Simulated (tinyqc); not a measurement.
Grain growth, pinning, strength and diffusional creep of a polycrystal or thin film: one step, computed by the program tinyqc.

One mean grain size d describes the structure.

Task: Yield stress. Hall-Petch term k_y/sqrt(d). Orowan term 3.06 x 0.4 G b ln(2 rbar/b)/(pi lambda sqrt(1 - nu)) with nu = 1/3, rbar = sqrt(2/3) r, lambda = rbar (sqrt(pi/f) - 2). Film term (threading dislocation, matched substrate, the geometry of an fcc (111) film taken for all cases): 3.464 G b ln(2 h/b)/(4 pi (1 - nu) h). The terms are added to sigma_0.

Inputs (values chosen for the exercise, for a model solid): shear modulus G = 70.3 GPa; Burgers vector b = 3.84 angstrom; anneal temperature T = 1986 K; particle volume fraction f = 0.0022; particle radius r = 5.8 nm; film thickness h = 170 nm; friction stress sigma_0 = 350 MPa; Hall-Petch slope k_y = 0.29 MPa m^0.5.

Sample: thin film on a substrate.

grain size d = 266.6710 nm

Give: Hall-Petch term; Orowan term; film term; yield stress.

Result:

Hall-Petch term = 561.6 MPa

Orowan term = 243.6 MPa

film term = 445.6 MPa

yield stress = 1601 MPa
